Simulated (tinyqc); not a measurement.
Classical Heisenberg spin chain: exact results, Metropolis, heat-bath and over-relaxation steps, and a Monte Carlo run: one step, computed by the program tinyqc. Command: `OMP_NUM_THREADS=1 python tinyqc.py 3130145 3130146 out.jsonl heismc walk`. One thread of a shared host (Intel(R) Xeon(R) Processor @ 2.30GHz), about 0.1 s of CPU time with the checks.

E = -J sum_i s_i . s_(i+1) for unit vectors s_i on an open chain; K = J/(k_B T).

Problem. Four single-spin steps. The given spins are first normalised. Spins 2 and 3 are updated in turn, with h = K (sum of the two neighbours). Heat bath: cos(theta) = 1 + ln(1 - r1 (1 - exp(-2 |h|)))/|h| about n = h/|h|, azimuth 2 pi r2 = phi in the frame a = n x z/|n x z|, b = n x a: s = n cos(theta) + sin(theta)(a cos(phi) + b sin(phi)); r1, r2 are the first two numbers of the row.

Inputs (values chosen for the exercise, for a model chain of large moments): temperature T = 71.6 K.

Update: heat bath.

four neighbouring spins (rows; components x, y, z):
```
         1        2        3
1  -0.9883   0.1429   0.0530
2   0.9417  -0.3215   0.0995
3  -0.5233   0.8229  -0.2215
4  -0.0810   0.0534   0.9953
```

random numbers, one row a step:
```
        1       2       3
1  0.0472  0.2713  0.5799
2  0.7988  0.4267  0.3981
3  0.2311  0.2974  0.7590
4  0.8379  0.6304  0.0737
```

K = 3.079411

Give: the table «Steps» with the columns |h|, h . s before, h . s after, move, x, y, z.

Solution.

Steps:

| spin | \|h\| | h . s before | h . s after | move | x | y | z |
|---|---|---|---|---|---|---|---|
| 2 | 5.548 | -5.391 | 5.500 | heat bath | -0.8309 | 0.5100 | -0.2227 |
| 3 | 4.069 | 2.370 | 2.466 | heat bath | -0.9687 | -0.2390 | 0.0677 |
| 2 | 6.045 | 4.773 | 5.782 | heat bath | -0.9665 | -0.1331 | -0.2195 |
| 3 | 4.022 | 3.345 | 2.204 | heat bath | -0.0341 | -0.5753 | 0.8172 |
